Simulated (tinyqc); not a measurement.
Force balance against energy balance: elastic strain and critical thickness of a cubic alloy layer A(1-x)B(x) on a thick substrate. Computed by tinyqc, a small Python program. Command: `OMP_NUM_THREADS=1 python tinyqc.py 3016434 3016435 out.jsonl misfit walk`. One thread of a shared host (Intel(R) Xeon(R) Processor @ 2.30GHz), about 0.01 s of CPU time with the checks.

Strain is positive in tension. The layer is coherent with the substrate unless said otherwise.

Inputs (values chosen for the exercise, for a model alloy):
```
quantity                        value      unit
fraction x of B                   0.5         -
lattice constant a_A            5.658  angstrom
lattice constant a_B            5.431  angstrom
substrate lattice constant a_S  5.653  angstrom
```

Growth plane: (001). Layer: buried under a thick cap. Misfit dislocation: 60-degree.

C11, C12, C44 of A (GPa): 137.4  52.33  68.48

C11, C12, C44 of B (GPa): 184.1  66.62  87.52

Method:
- a = (1 - x) a_A + x a_B, the same rule for each C_ij; misfit f = (a_S - a)/a, the in-plane strain of the coherent layer.
- Voigt averages: G = (C11 - C12 + 3 C44)/5, B = (C11 + 2 C12)/3, nu = (3 B - 2 G)/(2 (3 B + G)); b = a/sqrt(2). The 60-degree dislocation has cos alpha = 1/2, and cos lambda = 1/2 on (001).
- Matthews-Blakeslee: h_c = A [ln(h_c/b) + 1], A = b (1 - nu cos^2 alpha)/(4 pi |f| (1 + nu) cos lambda), the factor 4 pi being that of a buried layer, with a dislocation at both interfaces.
- People-Bean: h_c = P ln(h_c/b), P = (1 - nu)/(1 + nu) b^2/(16 pi sqrt(2) a f^2). The misfit is scaled by 0.25, 0.4, 0.6, 1, 1.5, 2.2 at fixed a, b and nu; the upper root is taken, and rows with A < 1.3 b or P < 3 b, where the roots shrink to the core size or vanish, are left out.

misfit f = 0.0195689

prefactor A = 2.49704 nm

Poisson ratio nu = 0.209932

Burgers vector b = 0.392055 nm

free lattice constant a = 5.5445 angstrom

Critical thickness:
```
|f| (%)  Matthews-Blakeslee (nm)  People-Bean (nm)   ratio
0.4892                    60.283        8.1251e+02  13.478
0.7828                    34.124        2.7189e+02   7.968
1.1741                    20.661        1.0289e+02   4.980
1.9569                    10.770        2.8504e+01   2.647
2.9353                     6.283        9.3852e+00   1.494
4.3052                     3.675        2.5986e+00   0.707
```

What does the comparison show, and why?

The exponents d ln h_c/d ln f are -1.21 and -2.33 between the first rows, steeper than the -1 and -2 of the prefactors because of the logarithm. The ratio falls from 13.5 to 0.707 as the misfit grows, so the two criteria cross. Where People-Bean lies above, a layer between the lines is metastable: dislocations would lower the energy but have to be nucleated; where it falls below, it is out of its range. People-Bean has no form for a buried layer. Above about 2 % misfit islands may come first.

Extremes, crossings and ranges named in words are read from the listed rows.
